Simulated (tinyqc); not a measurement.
Hueckel theory of the pi electrons, for the molecule C=C1C=CC=CC=C1 (SMILES; centres numbered as the heavy atoms are written), step by step. One step of it, computed by the program tinyqc.

Task: Orbitals. Diagonalise; E = alpha + x beta with beta < 0, so the largest x are filled first; degenerate levels share their electrons. P = sum n_i c_ri c_si; each orbital has its largest coefficient positive (the first on a tie).

Hueckel matrix in units of beta (H = alpha + beta A), lower triangle:
```
          1C        2C        3C        4C        5C        6C        7C        8C
1C  0.000000
2C  1.000000  0.000000
3C  0.000000  1.000000  0.000000
4C  0.000000  0.000000  1.000000  0.000000
5C  0.000000  0.000000  0.000000  1.000000  0.000000
6C  0.000000  0.000000  0.000000  0.000000  1.000000  0.000000
7C  0.000000  0.000000  0.000000  0.000000  0.000000  1.000000  0.000000
8C  0.000000  1.000000  0.000000  0.000000  0.000000  0.000000  1.000000  0.000000
```

pi electrons, sum of z_r less the charge = 8

Give: x values; occupations; coefficients; charge and bond-order matrix P.

Result:

x values: 2.0912  1.4427  1.2470  0.2163  -0.4450  -0.7764  -1.8019  -1.9738

occupations: 2.0000  2.0000  2.0000  2.0000  0.0000  0.0000  0.0000  0.0000

coefficients:
```
       MO1      MO2      MO3      MO4      MO5      MO6      MO7      MO8
1C  0.2316  -0.3329   0.0000   0.7006   0.0000   0.5024   0.0000  -0.3039
2C  0.4843  -0.4803   0.0000   0.1515   0.0000  -0.3900   0.0000   0.5998
3C  0.3906  -0.1800   0.4179  -0.3339   0.5211  -0.0998   0.2319  -0.4400
4C  0.3325   0.2206   0.5211  -0.2238  -0.2319   0.4675  -0.4179   0.2687
5C  0.3047   0.4982   0.2319   0.2855  -0.4179  -0.2632   0.5211  -0.0904
6C  0.3047   0.4982  -0.2319   0.2855   0.4179  -0.2632  -0.5211  -0.0904
7C  0.3325   0.2206  -0.5211  -0.2238   0.2319   0.4675   0.4179   0.2687
8C  0.3906  -0.1800  -0.4179  -0.3339  -0.5211  -0.0998  -0.2319  -0.4400
```

charge and bond-order matrix P, lower triangle:
```
         1C       2C       3C       4C       5C      6C      7C      8C
1C   1.3106
2C   0.7564   0.9763
3C  -0.1672   0.4500   0.9422
4C  -0.3064   0.0423   0.7653   0.9617
5C   0.2095  -0.0969   0.0618   0.5363   0.9527
6C   0.2095  -0.0969  -0.3259   0.0529   0.7376  0.9527
7C  -0.3064   0.0423  -0.1058  -0.1246   0.0529  0.5363  0.9617
8C  -0.1672   0.4500   0.2436  -0.1058  -0.3259  0.0618  0.7653  0.9422
```
